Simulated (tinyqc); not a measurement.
Worked calculation: harmonic frequencies on the RHF/3-21g surface (energies and gradients from PySCF), for H3-, spin multiplicity 1. The basis has no diffuse functions, so it cannot describe the extra electron: this is an exercise in the method, not the real anion. Computed by tinyqc, a small Python program that keeps every step (integrals from PySCF). Settings: charge = -1, multiplicity = 1, basis = 3-21g, delta = 0.002. Command: `OMP_NUM_THREADS=1 python tinyqc.py 23057 23058 out.jsonl` (the two numbers bound the seeds that draw the settings). One thread of a shared host (Intel(R) Xeon(R) Processor @ 2.60GHz), about 3 s of CPU time with the checks.

## One row of the Hessian: 3Hz

optimised positions (bohr):
```
          x       y        z
1H  -0.2343  0.2454  -1.9322
2H   0.1228  0.5346   2.8198
3H   0.0094  0.4427   1.3102
```

gradient at +delta (hartree/bohr):
```
            x          y          z
1H   0.000005   0.000004   0.000046
2H  -0.000029  -0.000024  -0.000445
3H   0.000024   0.000020   0.000399
```

gradient at -delta (hartree/bohr):
```
            x          y          z
1H  -0.000006  -0.000005  -0.000048
2H   0.000028   0.000022   0.000429
3H  -0.000022  -0.000018  -0.000381
```

Displace 3Hz by +/-0.002 bohr; H(k, :) = (g(+) - g(-)) / (2 delta).

row of the Hessian (hartree/bohr^2): 1Hx 0.002770, 1Hy 0.002243, 1Hz 0.023492, 2Hx -0.014267, 2Hy -0.011554, 2Hz -0.218549, 3Hx 0.011497, 3Hy 0.009311, 3Hz 0.195057

## Hessian by finite differences

All rows are made in the same way, and the matrix is symmetrised.

Hessian (symmetrised) (hartree/bohr^2):
```
           1Hx        1Hy        1Hz        2Hx        2Hy        2Hz        3Hx        3Hy
1Hx   0.004283   0.000030   0.000500   0.008872  -0.000199  -0.003269  -0.013154   0.000169
1Hy   0.000030   0.004270   0.000405  -0.000199   0.008956  -0.002648   0.000169  -0.013226
1Hz   0.000500   0.000405   0.010894  -0.003269  -0.002648  -0.034386   0.002770   0.002243
2Hx   0.008872  -0.000199  -0.003269   0.020897   0.001067   0.017536  -0.029768  -0.000868
2Hy  -0.000199   0.008956  -0.002648   0.001067   0.020443   0.014201  -0.000868  -0.029399
2Hz  -0.003269  -0.002648  -0.034386   0.017536   0.014201   0.252935  -0.014267  -0.011553
3Hx  -0.013154   0.000169   0.002770  -0.029768  -0.000868  -0.014267   0.042923   0.000700
3Hy   0.000169  -0.013226   0.002243  -0.000868  -0.029399  -0.011553   0.000700   0.042625
3Hz   0.002770   0.002243   0.023492  -0.014267  -0.011554  -0.218549   0.011497   0.009310

           3Hz
1Hx   0.002770
1Hy   0.002243
1Hz   0.023492
2Hx  -0.014267
2Hy  -0.011554
2Hz  -0.218549
3Hx   0.011497
3Hy   0.009310
3Hz   0.195057
```

## Normal modes

masses (u): 1H 1.0078, 2H 1.0078, 3H 1.0078

Diagonalise H_ij / sqrt(m_i m_j); the 5 smallest eigenvalues belong to translations and rotations; wavenumber = sqrt(eigenvalue / 1822.888) x 219474.63; each mode has its largest component positive (the first on a tie); zero-point energy = sum of wavenumbers / 2, with 349.755 1/cm per kcal/mol.

eigenvalues of the mass-weighted Hessian (hartree/(bohr^2 u)): 0.0000  0.0000  0.0000  0.0000  0.0000  0.0104  0.0654  0.0654  0.4485

harmonic wavenumbers of the vibrations (1/cm): 525.1  1314.3  1314.3  3442.7

mass-weighted modes:
```
      mode 1   mode 2   mode 3   mode 4
1Hx   0.0607  -0.2109   0.1400  -0.0071
1Hy   0.0491  -0.1391  -0.2118  -0.0057
1Hz   0.8072   0.0243   0.0024  -0.0941
2Hx  -0.0242  -0.4529   0.3006   0.0561
2Hy  -0.0196  -0.2988  -0.4547   0.0454
2Hz  -0.3221   0.0522   0.0051   0.7461
3Hx  -0.0365   0.6639  -0.4406  -0.0490
3Hy  -0.0295   0.4380   0.6665  -0.0397
3Hz  -0.4851  -0.0765  -0.0075  -0.6520
```

zero-point energy = 9.4301 kcal/mol

Within a degenerate level the vectors are fixed only up to a rotation; this is one choice.
